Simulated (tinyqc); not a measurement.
Yield against design margin.

Cells fail independently with probability Q(k) = erfc(k/sqrt(2))/2 when the margin is k standard deviations, and Y = exp(-Nb Q(k)). phi = exp(-k^2/2)/sqrt(2 pi).  k = margin/s(dVT). With one spare that repairs any one cell, Y1 = exp(-x)(1 + x), x = Nb Q(k).

Parameters, values chosen for the exercise: number of cells Nb = 33554432.

s(dVT) = 40.6 mV

Results:

| M (mV) | k | Q(k) | expected failures x | Y | Y1 |
|---|---|---|---|---|---|
| 189 | 4.655 | 1.619e-6 | 54.31 | 2.592e-24 | 1.434e-22 |
| 198 | 4.877 | 5.390e-7 | 18.08 | 1.399e-8 | 2.670e-7 |
| 207 | 5.099 | 1.712e-7 | 5.743 | 0.003205 | 0.02161 |
| 220 | 5.419 | 3.001e-8 | 1.007 | 0.3653 | 0.7331 |
| 246 | 6.059 | 6.844e-10 | 0.02296 | 0.9773 | 0.9997 |
| 264 | 6.502 | 3.951e-11 | 0.001326 | 0.9987 | 1.000 |

Estimate the missing row, M = 233 mV.

Computed row:

| M (mV) | k | Q(k) | expected failures x | Y | Y1 |
|---|---|---|---|---|---|
| 233 | 5.739 | 4.764e-9 | 0.1599 | 0.8523 | 0.9885 |

With this row back in the table: Over a change of the margin from 189 to 264 mV, k goes from 4.66 to 6.50, the expected failures fall by 4.6 decades and the yield goes from 2.59e-24 to 0.9987. The spare helps most at M = 220 mV among the rows, where it lifts the yield from 0.365 to 0.733.

Computed by the program tinyqc: `OMP_NUM_THREADS=1 python tinyqc.py 2090031 2090032 out.jsonl`, one thread of a shared Intel Xeon 2.30GHz, about 0.01 s for the whole run.
